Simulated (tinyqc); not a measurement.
Worked calculation: sp3 tight binding, zinc-blende lattice. One step of it, computed by the program tinyqc.

Question. Bloch Hamiltonian at k. Slater-Koster rules over the four bonds with direction cosines (l, m, n): ss V_ss; s-px l V_sp; px-s -l V_sp; px-px l^2 V_pps + (1 - l^2) V_ppp; px-py l m (V_pps - V_ppp); each times exp(i k.d).

Parameters chosen for this model: zinc-blende lattice, anion at 0, cation at a/4 (1,1,1); V = eta hbar^2 / (m d^2), hbar^2/m = 7.619964 eV angstrom^2:
```
parameter,value,unit
a,5.460000,angstrom
d,2.364249,angstrom
Es anion,-14.440000,eV
Ep anion,-6.180000,eV
Es cation,-14.440000,eV
Ep cation,-6.180000,eV
eta ss,-1.320000,
eta sp,1.420000,
eta pp sigma,2.220000,
eta pp pi,-0.630000,
V ss,-1.799452,eV
V sp,1.935774,eV
V pp sigma,3.026351,eV
V pp pi,-0.858829,eV
```

k point k (2 pi / a): 0.650000  0.220000  -0.440000

Give: H(k) at k.

Answer.

H(k) at k (eV), lower triangle (Hermitian):
```
,a s,a px,a py,a pz,c s,c px,c py,c pz
a s,-14.4400
a px,0.0000,-6.1800
a py,0.0000,0.0000,-6.1800
a pz,0.0000,0.0000,0.0000,-6.1800
c s,-2.7265+1.3251i,-0.5043+2.7633i,-2.2860+0.6097i,0.9949-1.4009i,-14.4400
c px,0.5043-2.7633i,0.6610-0.3212i,-1.1528+1.6233i,2.6490-0.7064i,0.0000,-6.1800
c py,2.2860-0.6097i,-1.1528+1.6233i,0.6610-0.3212i,0.5844-3.2021i,0.0000,0.0000,-6.1800
c pz,-0.9949+1.4009i,2.6490-0.7064i,0.5844-3.2021i,0.6610-0.3212i,0.0000,0.0000,0.0000,-6.1800
```
